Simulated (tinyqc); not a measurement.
## Planar metal-insulator-metal capacitor: capacitance, non-linearity, leakage and relaxation: charge lost after writing

A film between two metal electrodes, each interface adding a series capacitance ci. The small-signal permittivity is ek (1 + aq E^2); the field is found with the linear permittivity. Leakage J = J0 sinh(E/Ef). After a voltage step the film passes a relaxation current kr C V tt^(-nr), tt being the time in seconds.

Planar film: Cf = eps0 ek/t, 1/C = 1/Cf + 2/ci, EOT = 3.9 eps0/C, effective permittivity C t/eps0, E = (V/t) C/Cf. A capacitor written for t0 and then left open loses, as a share of C V, kr (tt^(1 - nr) - t0^(1 - nr))/(1 - nr) by relaxation and J tt/(C V) by leakage; both are taken as small, and rows far outside that range are left out.

Parameters, values chosen for the exercise; permittivity of the order of that of hafnium oxide: relative permittivity of the film ek = 21.8; film thickness t = 30 nm; capacitance of each electrode interface (dead layer and screening) ci = 1000 uF/cm^2; quadratic field coefficient of the permittivity aq = 0.0074 cm^2/MV^2; bias V = 1.2 V; exponent of the relaxation current nr = 0.943; strength of the relaxation kr = 0.0014; leakage prefactor J0 = 1.1e-11 A/cm^2; field for an e-fold rise of the leakage Ef = 0.21 MV/cm; duration of the write pulse t0 = 1e-8 s.

Constants: eps0 = 8.8541878128e-14 F/cm where lengths are in cm. Results are converted to the units shown.

The same in every row: leakage current (nA/cm^2) = 0.036037.

Charge lost after writing:
```
tt (s)  relaxation current (nA/cm^2)  loss by relaxation (%)  loss by leakage (%)  total loss (%)
1e-6                        4.9117e5                 0.25800            4.6735e-9         0.25800
1e-5                           56006                 0.41473            4.6735e-8         0.41473
0.0001                        6386.1                 0.59344            4.6735e-7         0.59344
0.001                         728.17                 0.79722            4.6735e-6         0.79723
0.01                          83.030                  1.0296            4.6735e-5          1.0296
0.1                           9.4675                  1.2945            4.6735e-4          1.2950
1                             1.0795                  1.5966            0.0046735          1.6013
10                           0.12309                  1.9411             0.046735          1.9878
100                         0.014036                  2.3339              0.46735          2.8012
1000                       0.0016004                  2.7818               4.6735          7.4552
```

The two currents are equal at tt = 36.8 s. The loss by relaxation grows from 0.258 to 2.78 %, by 0.157 points over the first decade and 0.448 over the last, while the loss by leakage grows tenfold a decade. Leakage is the larger loss for tt = 1000 s.

Program tinyqc, `OMP_NUM_THREADS=1 python tinyqc.py 2102080 2102081 out.jsonl`; Intel Xeon 2.30GHz, shared host, one thread, about 0.01 s.
